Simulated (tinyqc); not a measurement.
Small-signal admittance of a forward-biased p+-n diode: one step of the calculation.

Holes injected into a neutral base of width wb with an ohmic contact at its end; low injection, p0 far above the equilibrium density. A small voltage v exp(i w t), w = 2 pi f, modulates the edge density by p0 v/Vt, and the small-signal density obeys Dp d2p/dx2 = (1/tau + i w) p.

Question. The same by finite differences. 9 equal intervals, h = wb/9; u = small-signal density over its edge value, u_0 = 1, u_9 = 0; u_(i-1) + b u_i + u_(i+1) = 0 with b = -2 - h^2 (1/tau + i w)/Dp; Y = (q Dp p0/(Vt h)) (-b/2 - u_1), which includes the half box at the edge.

Parameters, values chosen for the exercise; permittivity close to that of gallium arsenide:
```
symbol,value,unit,meaning
T,300,K,temperature
Dp,4.9,cm^2/s,hole diffusion coefficient
tau,1e-6,s,hole lifetime
wb,5.1,um,width of the neutral base
p0,6.9e14,cm^-3,excess hole density at the junction edge
f,2.2e7,Hz,signal frequency
```

Constants: q = 1.602176634e-19 C, kB = 1.380649e-23 J/K, Vt = kB T/q. Results are converted to the units shown.

Wanted: b; u; Y on the mesh.

Answer.

b = -2.0007-0.0906i
u, node 1 to 8: 0.80146-0.16740i  0.61862-0.26231i  0.45994-0.30136i  0.32886-0.29893i  0.22507-0.26692i  0.14561-0.21469i  0.08570-0.14941i  0.03937-0.07646i
Y on the mesh = 73.534+78.649i S/cm^2

Numbers from tinyqc (`OMP_NUM_THREADS=1 python tinyqc.py 2890184 2890185 out.jsonl`; about 0.01 s on one thread of a shared Intel Xeon 2.30GHz).
